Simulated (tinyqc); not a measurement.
Worked calculation: order-disorder in a binary alloy on two sublattices: Bragg-Williams and pair (quasi-chemical) approximations. Computed by tinyqc, a small Python program that keeps every step. Command: `OMP_NUM_THREADS=1 python tinyqc.py 3007144 3007145 out.jsonl order walk`. One thread of a shared host (Intel(R) Xeon(R) Processor @ 2.30GHz), about 0.01 s of CPU time with the checks. Intermediate numbers are printed to about 7 digits and carried at full precision; extremes and crossings named in words are read from the listed rows.

All z = 4 neighbours of a site lie on the other sublattice. B fills the sublattices with x + eta/2 and x - eta/2; energies are per site, from the pure components: u = -z w y with y the probability of an A-B bond taken in one order.

Inputs (values chosen for the exercise, for a model alloy): ordering energy w = (e_AA + e_BB)/2 - e_AB = 35.5 meV; fraction x of B = 0.5; temperature T = 439 K.

Lattice: square (z = 4). Method: plain iteration, 400 steps.

scattering factors f_A, f_B (electrons): [34, 61]

Constants: k_B = 8.617333262e-05 eV/K.

## Critical temperatures

Bragg-Williams: k_B T_c = 2 z w x (1 - x). Pair approximation at x = 1/2: k_B T_c = w/ln(z/(z - 2)).

T_c, Bragg-Williams = 823.9208 K

T_c, pair approximation at x = 1/2 = 594.3332 K

At x = 1/2 the pair value is 0.721 of the Bragg-Williams one; the ratio tends to 1 as z grows.

## Long-range order, Bragg-Williams

Bragg-Williams: u = -z w [x (1 - x) + eta^2/4]; minimising f gives ln[a (1 - b)/(b (1 - a))] = 2 z w eta/(k_B T) =: ln Q, a = x + eta/2, b = x - eta/2. For given Q this is a quadratic for eta, (Q - 1) eta^2/4 - (Q + 1) eta/2 + (Q - 1) x (1 - x) = 0, smaller root: the map eta -> phi(eta). Plain iteration eta = phi(eta), 400 steps at most; start at 0.999 times 2x; stop when |phi - eta| < 1e-10.

Iteration:
```
step        eta   phi(eta)      phi - eta
1     0.9990000  0.9540395  -4.496050e-02
2     0.9540395  0.9458189  -8.220557e-03
3     0.9458189  0.9441684  -1.650522e-03
4     0.9441684  0.9438312  -3.372303e-04
5     0.9438312  0.9437621  -6.914499e-05
6     0.9437621  0.9437479  -1.418755e-05
7     0.9437479  0.9437450  -2.911510e-06
8     0.9437450  0.9437444  -5.975059e-07
9     0.9437444  0.9437442  -1.226221e-07
10    0.9437442  0.9437442  -2.516495e-08
11    0.9437442  0.9437442  -5.164440e-09
12    0.9437442  0.9437442  -1.059865e-09
13    0.9437442  0.9437442  -2.175101e-10
14    0.9437442  0.9437442  -4.463940e-11
```

order parameter eta = 0.9437442

last residual = 4.463940e-11

Converged: eta is 94.4 % of its largest value 2x.

## Energy, entropy and site fractions

a = x + eta/2, b = x - eta/2; u = -z w [x (1 - x) + eta^2/4]; s/k_B = [s2(a) + s2(b)]/2, s2(c) = -c ln c - (1 - c) ln(1 - c); gain on ordering = f(eta) - f(0), f = u - T s. Superlattice over fundamental intensity = [eta (f_B - f_A)/2]^2/[(1 - x) f_A + x f_B]^2.

B fraction on its own sublattice = 0.9718721

B fraction on the A sublattice = 0.02812790

energy u = -67.11819 meV/site

entropy s = 0.1281731 k_B/site

gain on ordering = -10.24516 meV/site

intensity ratio = 0.07194306

The antisite fraction is 0.0281; the dilute estimate exp(-z w/(k_B T)) gives 0.0234.

## Short-range order at the Bragg-Williams T_c

Quasi-chemical disordered state, with T here the Bragg-Williams T_c and not the input T: y^2/[(1 - x - y)(x - y)] = exp(2 w/(k_B T)) =: E, so y = 2 x (1 - x)/(1 + r), r = sqrt(1 - 4 x (1 - x)(1 - 1/E)); Warren-Cowley alpha = 1 - y/(x (1 - x)); u = -z w y.

bond probability y = 0.3112297

alpha of the disordered state at the Bragg-Williams T_c = -0.2449187

energy of the disordered state = -44.19461 meV/site

Short-range order already holds 24 % of the full ordering energy z w x^2, counted from the random alloy at -z w x (1 - x); Bragg-Williams puts none there.

## Both approximations at x = 1/2

At x = 1/2 the alloy is an Ising model with K = w/(2 k_B T). Bragg-Williams: eta = tanh(z K eta), neighbour correlation -eta^2. Pair: h = (z - 1) artanh(tanh K tanh h), eta = tanh(z h/(z - 1)), correlation -(tanh K + tanh^2 h)/(1 + tanh K tanh^2 h). T is given in units of the Bragg-Williams T_c at x = 1/2, z w/(2 k_B).

Order and neighbour correlation:
```
T/T_c     T (K)  eta, Bragg-Williams  correlation, Bragg-Williams  eta, pair  correlation, pair
0.30    247.176            0.9974138                   -0.9948343  0.9970442         -0.9943156
0.45    370.764            0.9739759                   -0.9486290  0.9609538         -0.9327382
0.55    453.156            0.9355293                   -0.8752150  0.8768882         -0.8137077
0.65    535.549            0.8720654                   -0.7604980  0.6584668         -0.5884476
0.75    617.941            0.7755163                   -0.6014256  0.0000000         -0.3215127
0.85    700.333            0.6295015                   -0.3962721  0.0000000         -0.2859203
0.95    782.725            0.3794852                   -0.1440090  0.0000000         -0.2572468
1.10    906.313            0.0000000                    0.0000000  0.0000000         -0.2234388
1.50   1235.881            0.0000000                    0.0000000  0.0000000         -0.1651404
```

The pair approximation loses long-range order between T/T_c = 0.65 and 0.75, at 594 K, and keeps a correlation of -0.165 in the last row. At its own T_c the correlation is -1/(z - 1) = -0.333, so the fewer the neighbours, the more of the ordering energy is released above T_c.

Checks made by the program: eta against bracketed root finding (relative difference below 1e-10).
